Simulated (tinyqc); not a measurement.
The basis set: RHF and MP2 along a ladder of basis sets, for BeH2, spin multiplicity 1. Computed by the program tinyqc with PySCF. Same geometry throughout; the dipole is taken about the origin.

Geometry (angstrom):
```
atom       x        y       z
Be    0.0000   0.0000  0.0000
H     0.0000   1.3010  0.0000
H     0.0000  -1.3010  0.0000
```

RHF and frozen-core MP2 in a ladder of bases:
```
basis    functions  E(RHF) (hartree)  E(MP2 corr) (hartree)  HOMO (eV)  LUMO (eV)  dipole (debye)
sto-3g           7        -15.561262              -0.022251   -11.6360     5.7437          0.0000
3-21g           13        -15.672882              -0.027897   -12.3144     2.2466          0.0000
6-31g**         24        -15.766081              -0.048800   -12.2119     2.5093          0.0000
cc-pvdz         24        -15.766476              -0.050870   -12.2605     1.9317          0.0000
cc-pvtz         58        -15.770852              -0.060723   -12.3152     1.6487          0.0000
```

Estimate the missing row, basis = 6-31g.

Computed row:
```
basis  functions  E(RHF) (hartree)  E(MP2 corr) (hartree)  HOMO (eV)  LUMO (eV)  dipole (debye)
6-31g         13        -15.758684              -0.028083   -12.2826     2.4643          0.0000
```

From cc-pVDZ to cc-pVTZ the RHF energy falls by 4.4 mhartree and the correlation energy by 9.9. If valence correlation converges as X^-3, (27 E(T) - 8 E(D))/19 gives -0.0649 hartree, a rough estimate from such small X that usually falls short; STO-3G holds about 34 % of it. Beyond STO-3G the LUMO moves by 0.9 eV and the HOMO by 0.1 eV.
